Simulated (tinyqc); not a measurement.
Stoner model of a band ferromagnet: one step. The paramagnetic state and the Stoner criterion. Four cases, with inputs chosen for the exercise.

Question. Find EF from nd/2 states per spin, D(EF) and the product I D(EF); below 1 the susceptibility is enhanced by 1/(1 - I D).

Density of states per atom and spin: flat with a rise to the top, D(e) = (M/W) [1 - sp + 4 sp (e/W + 1/2)^3]. Levels e -/+ I m/2 for up and down spin, m = n_up - n_down, n_up + n_down = nd. At zero temperature e(N) is the energy below which N states lie, and E(m) = sum over spins of integral e D de - I m^2/4.

Case 1.

Values chosen: W = 5.5 eV (band width, e from -W/2 to W/2); M = 5 (states per atom and spin); nd = 9.07 (electrons per atom); sp = 0.4 (shape parameter); I = 0.61 eV (Stoner parameter).

Case 2.

Values chosen: W = 5 eV (band width, e from -W/2 to W/2); M = 5 (states per atom and spin); nd = 6.22 (electrons per atom); sp = 0.31 (shape parameter); I = 1.3 eV (Stoner parameter).

Case 3.

Values chosen: W = 5.1 eV (band width, e from -W/2 to W/2); M = 5 (states per atom and spin); nd = 6.89 (electrons per atom); sp = 0.31 (shape parameter); I = 1.11 eV (Stoner parameter).

Case 4.

Values chosen: W = 6 eV (band width, e from -W/2 to W/2); M = 5 (states per atom and spin); nd = 7.94 (electrons per atom); sp = 0.31 (shape parameter); I = 1.3 eV (Stoner parameter).

Give: EF; D(EF); I D(EF).

Answer.

Case 1.

EF = 2.5060 eV
D(EF) = 1.8149 1/eV
I D(EF) = 1.1071

Case 2.

EF = 1.2763 eV
D(EF) = 1.2242 1/eV
I D(EF) = 1.5915

Case 3.

EF = 1.5683 eV
D(EF) = 1.3166 1/eV
I D(EF) = 1.4614

Case 4.

EF = 2.2835 eV
D(EF) = 1.2806 1/eV
I D(EF) = 1.6648

The paramagnet is unstable.

Computed by tinyqc, one run a case: `OMP_NUM_THREADS=1 python tinyqc.py N N+1 out.jsonl` with N = 1650095, 1650297, 1650805, 1651099; one thread of a shared Intel(R) Xeon(R) Processor @ 2.30GHz, about 0.4 s a run at most.
